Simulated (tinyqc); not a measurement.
# Illuminated p-n diode, drift-diffusion by the Gummel loop with Scharfetter-Gummel fluxes: what changes with what

Abrupt junction at x = 0, p side from -Lp, n side to Ln, ohmic contacts. psi is counted from the intrinsic level; n = ni exp((psi - phin)/Vt), p = ni exp((phip - psi)/Vt). Contacts: p side psi = V - Vt ln(Na/ni), p = Na, n = ni^2/Na; n side psi = Vt ln(Nd/ni), n = Nd, p = ni^2/Nd. Constant mobilities, D = mu Vt, Boltzmann statistics, SRH recombination through a mid-gap level, U = (n p - ni^2)/(tp (n + ni) + tn (p + ni)). Current is positive from the p contact to the n contact.

Parameters, values chosen for the exercise; band and dielectric values close to those of indium phosphide: temperature T = 300 K; band gap Eg = 1.34 eV; relative permittivity eps_r = 12.7; conduction-band density of states at T Nc = 5.65e17 cm^-3; valence-band density of states at T Nv = 1.09e19 cm^-3; acceptor density of the p side Na = 1.2e17 cm^-3; donor density of the n side Nd = 1.4e17 cm^-3; electron mobility mun = 2600 cm^2/(V s); hole mobility mup = 130 cm^2/(V s); SRH lifetime of electrons tn = 4e-7 s; SRH lifetime of holes tp = 2e-10 s; length of the p side Lp = 2.8 um; length of the n side Ln = 3.1 um; uniform generation rate G = 5e21 cm^-3 s^-1.

Constants: q = 1.602176634e-19 C, kB = 1.380649e-23 J/K, Vt = kB T/q, eps0 = 8.8541878128e-14 F/cm where lengths are in cm. Results are converted to the units shown.

Each table varies one quantity; the others keep the values above.

## Current against voltage in the dark

ni = sqrt(Nc Nv) exp(-Eg/(2 Vt)), Eg in volts. Poisson and both continuity equations are solved self-consistently with Scharfetter-Gummel fluxes on a graded mesh of 500 nodes. J_scr is q times the integral of U between -xp and xn. Ideal diffusion current J_id = q ni^2 [Dn coth(wp/Le)/(Le Na) + Dp coth(wn/Lh)/(Lh Nd)] (exp(V/Vt) - 1), Le = sqrt(Dn tn), Lh = sqrt(Dp tp), wp = Lp - xp, wn = Ln - xn, with xp and xn from the depletion approximation (W = sqrt(2 eps0 eps_r (Vbi - V)(1/Na + 1/Nd)/q), xp = W Nd/(Na + Nd), xn = W Na/(Na + Nd), Vbi = Vt ln(Na Nd/ni^2)). Ideality factor = 0.004 V/(Vt ln[J(V + 0.004 V)/J(V)]). Here G = 0.

In this table G = 0 cm^-3 s^-1.

Current against voltage in the dark:

| V (V) | J (A/cm^2) | ideality factor | J_scr/J (%) | J_id (A/cm^2) | share recombining at the contacts (%) | larger minority/doping at -xp and xn |
|---|---|---|---|---|---|---|
| 0.24 | 7.82e-9 | 1.74 | 100 | 9.77e-13 | 0.00860 | 2.36e-16 |
| 0.34 | 6.50e-8 | 1.88 | 99.9 | 4.67e-11 | 0.0494 | 1.12e-14 |
| 0.45 | 6.19e-7 | 1.88 | 99.5 | 3.29e-9 | 0.365 | 7.87e-13 |
| 0.55 | 4.98e-6 | 1.81 | 96.8 | 1.57e-7 | 2.17 | 3.74e-11 |
| 0.65 | 4.68e-5 | 1.60 | 83.9 | 7.51e-6 | 11.0 | 1.77e-9 |
| 0.76 | 9.59e-4 | 1.23 | 44.8 | 5.28e-4 | 37.8 | 1.23e-7 |
| 0.86 | 0.0294 | 1.06 | 14.2 | 0.0252 | 58.8 | 5.79e-6 |
| 0.97 | 1.74 | 1.05 | 1.92 | 1.77 | 69.7 | 3.94e-4 |
| 1.07 | 63.8 | 1.09 | 0.0883 | 84.7 | 87.6 | 0.0167 |

What does the table show?

J rises from 7.82e-9 to 63.8 A/cm^2; the ideality factor moves up and down between 1.05 and 1.88. Recombination in the depleted layer carries over half of the current up to V = 0.65 V, where the factor is 1.60; it grows roughly as exp(V/2 Vt), so diffusion overtakes it. Where the factor is lowest (V = 0.97 V), J is 1.9 % below the ideal diffusion current.

## Solar-cell figures against the length of the p side

Jsc = -J(0), collected share Jsc/(q G (Lp + Ln)), estimate q G [W + Le tanh(wp/2 Le) + Lh tanh(wn/2 Lh)] at V = 0 with Le = sqrt(Dn tn), Lh = sqrt(Dp tp), W, wp = Lp - xp and wn = Ln - xn from the depletion approximation; J(Voc) = 0; Vmp maximises -J V; FF = Pmax/(Jsc Voc).

Solar-cell figures against the length of the p side:

| Lp (um) | Jsc (mA/cm^2) | collected share (%) | estimate of Jsc (mA/cm^2) | Voc (V) | Vmp (V) | FF | Pmax (mW/cm^2) |
|---|---|---|---|---|---|---|---|
| 2.8 | 142 | 30.0 | 142 | 0.902 | 0.808 | 0.840 | 108 |
| 5.2 | 238 | 35.8 | 238 | 0.926 | 0.831 | 0.852 | 188 |
| 9.7 | 418 | 40.7 | 418 | 0.949 | 0.853 | 0.860 | 341 |
| 18 | 746 | 44.1 | 744 | 0.971 | 0.873 | 0.865 | 627 |
| 34 | 1.36e3 | 45.8 | 1.35e3 | 0.992 | 0.891 | 0.867 | 1.17e3 |

What does the comparison show?

As Lp rises from 2.8 to 34, the collected share rises from 30.0 to 45.8 %, Voc rises from 0.902 to 0.992 V and FF rises from 0.840 to 0.867. The estimate of Jsc is within 1.1 % in all rows.

Numbers from tinyqc (`OMP_NUM_THREADS=1 python tinyqc.py 2240111 2240112 out.jsonl`; about 1 s on one thread of a shared Intel Xeon 2.30GHz).
